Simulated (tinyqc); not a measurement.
Strained L valleys, repopulation and conductivity mass: two steps of the calculation.

A cubic crystal with four conduction valleys along the <111> axes under uniaxial stress X along [110] (X > 0 is tension); current along [110]. Non-degenerate electrons, fixed total density, one relaxation time for all valleys and stresses, masses unchanged by strain, so the mobility goes as the mean inverse mass.

Parameters, values chosen for the exercise; values close to those of germanium: compliance s11 = 9.94 1/TPa; compliance s12 = -2.68 1/TPa; compliance s44 = 15 1/TPa; longitudinal mass ml = 1.59 m0; transverse mass mt = 0.0834 m0; uniaxial stress (tension positive) X = -980 MPa.

Problem 1. Strain tensor. Stress s_ij = X a_i a_j with a the unit vector along [110]; strain e_ii = s11 s_ii + s12 (s_jj + s_kk), e_ij = s44 s_ij/2.

Give: strain.

Solution 1.

strain (%):
```
,x,y,z
x,-0.3557,-0.3675,0.0000
y,-0.3675,-0.3557,0.0000
z,0.0000,0.0000,0.2626
```

Problem 2. Conductivity mass and mobility. Inverse mass along the current d = [110]: (n.d)^2/ml + (1 - (n.d)^2)/mt; mu/mu0 = sum f (1/m) over the plain mean of 1/m.

share f, valley [111] to [11-1]: [0.47659446, 0.02340554, 0.02340554, 0.47659446]

Give: 1/m along d; conductivity mass; unstrained value; mu/mu0.

Solution 2.

1/m along d, valley [111] to [11-1] (1/m0): [4.4161, 11.990, 11.990, 4.4161]
conductivity mass = 0.20961 m0
unstrained value = 0.12190 m0
mu/mu0 = 0.58156

The possible range, all electrons in one kind of valley, is 0.538 to 1.46.

Computed by the program tinyqc: `OMP_NUM_THREADS=1 python tinyqc.py 2530117 2530118 out.jsonl`, one thread of a shared Intel Xeon 2.30GHz, about 0.01 s for the whole run.
